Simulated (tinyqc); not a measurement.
What each parameter does: Landau levels of massless Dirac electrons.

E_N = sqrt(2N) hv/l for N = 0, 1, 2, ... and the mirror levels below zero; each is fourfold (spin, valley), Zeeman splitting left out; half of level 0 belongs to the electrons.

In a field B along z: l = 1/sqrt((e/hbar) B) is the magnetic length, n_B = B/(h/e) the number of states per area in one level, hbar wc = 2 muB B/m for mass m in m0; 1/angstrom^2 = 1e16/cm^2.

Level 0 takes 2 n_B electrons and each higher level 4 n_B. At zero temperature and without broadening EF sits in the partly filled level.

Constants: e/hbar = 1.519267448e-05 1/(T angstrom^2); h/e = 413566.7697 T angstrom^2; muB = 5.788381798e-05 eV/T.

Parameters, chosen for this exercise (out of a larger set: near those of graphene; not measured data):
- hv = 7.18 eV angstrom (hbar v)
- B = 3.1 T (magnetic field)
- n = 8.3 x 1e11/cm^2 (electron sheet density)

The second and third levels from below, nu = n/n_B, and EF.

Results for these values:
```
case  second level (meV)  third level (meV)     nu  EF (meV)
base               69.68              98.55  11.07    120.70
```

What happens to each result for hv = 8.62 eV angstrom, all else kept?

Answer: second level rises from 69.68 to 83.66; third level rises from 98.55 to 118.31; nu does not change at the printed digits; EF rises from 120.70 to 144.90.

The same for each parameter in turn:
```
case                   second level (meV)  third level (meV)     nu  EF (meV)
base                                69.68              98.55  11.07    120.70
B = 3.72 T                          76.34             107.96   9.23    107.96
hv = 8.62 eV angstrom               83.66             118.31  11.07    144.90
n = 7.06 x 1e11/cm^2                69.68              98.55   9.42     98.55
```

Computed by tinyqc, a small Python program: `OMP_NUM_THREADS=1 python tinyqc.py 1252335 1252336 out.jsonl` (the numbers bound the seed that draws the inputs); one thread of a shared host (Intel(R) Xeon(R) Processor @ 2.30GHz), about 0.01 s for the whole set of steps.
